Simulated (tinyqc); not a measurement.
## Reflectance at normal incidence against thickness

Normal incidence on air, film (n1) and substrate (N2 = n2 - i k2): r01 = (1 - n1)/(1 + n1), r12 = (n1 - N2)/(n1 + N2), amplitude (r01 + r12 X)/(1 + r01 r12 X), X = exp(-4 pi i n1 d/lam), R its squared modulus, phase from 0 to 360 degrees.

Values chosen for this exercise:
- lam = 546.1 nm (wavelength)
- n1 = 1.47 (index of the transparent film)
- n2 = 4.086 (index of the substrate)
- k2 = 0.031 (extinction coefficient of the substrate)

Results:
```
d (nm)  R (%)  phase of the reflected amplitude (degrees)
0       36.82                                       179.8
24      33.65                                       149.7
48      24.80                                       114.2
95      9.558                                       352.1
119     16.21                                       281.9
142     26.85                                       238.2
166     34.74                                       204.3
190     36.71                                       174.6
```

Estimate the missing row, d = 71 nm.

Computed row:
```
d (nm)  R (%)  phase of the reflected amplitude (degrees)
71      14.27                                       66.85
```

With this row back in the table: R goes from 36.8 through a minimum of 9.56 (at d = 95 nm among the rows listed) to 36.7 %. At a quarter wave, d = 92.9 nm, R = 9.50 %; for a transparent substrate it would vanish for n1 = sqrt(n2) = 2.02.

Numbers from tinyqc (`OMP_NUM_THREADS=1 python tinyqc.py 2870145 2870146 out.jsonl`; about 0.01 s on one thread of a shared Intel Xeon 2.30GHz).
